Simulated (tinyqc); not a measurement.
Nucleation and growth of vacancy voids in a cooling silicon-like crystal: one step, computed by the program tinyqc. Command: `OMP_NUM_THREADS=1 python tinyqc.py 3026012 3026013 out.jsonl voids walk`. One thread of a shared host (Intel(R) Xeon(R) Processor @ 2.30GHz), about 0.2 s of CPU time with the checks.

Spherical voids; vacancies are lost only to voids.

Task: Nucleation rate at T with the initial excess. C_e = C_m exp[-(E_f/k_B)(1/T - 1/T_m)]; D = D0 exp(-E_m/(k_B T)); f = k_B T ln(C/C_e); r* = 2 gamma/(rho f); W* = 16 pi gamma^3/(3 rho^2 f^2); Z = f/sqrt(12 pi W* k_B T); I = rho Z (4 pi r* D C) exp(-W*/(k_B T)).

Inputs (values chosen for the exercise, close to those used for silicon):
```
quantity                                    value    unit
vacancy density at the melting point C_m  4.4e+14  1/cm^3
formation energy E_f                         4.08      eV
melting point T_m                            1685       K
diffusion prefactor D0                     0.0015  cm^2/s
migration energy E_m                         0.41      eV
site density rho                            5e+22  1/cm^3
void surface energy gamma                   0.996   J/m^2
temperature of the worked step T             1335       K
```

initial excess C = 1.00e+14 1/cm^3

Constants: k_B = 8.617333262e-05 eV/K; k_B = 1.380649e-23 J/K; e = 1.602176634e-19 C.

Give: C_e; D; driving force f; critical radius r*; W*/(k_B T); rate I.

Result:

C_e = 2.781e+11 1/cm^3

D = 4.249e-05 cm^2/s

driving force f = 0.6770 eV

critical radius r* = 0.3673 nm

W*/(k_B T) = 30.53

rate I = 9.331e+11 1/(cm^3 s)

Cooling by 10 K multiplies I by 7.2: nucleation switches on within a narrow range of temperature. Caution: at such a rate voids would have used up the initial excess before the crystal cooled to this T.
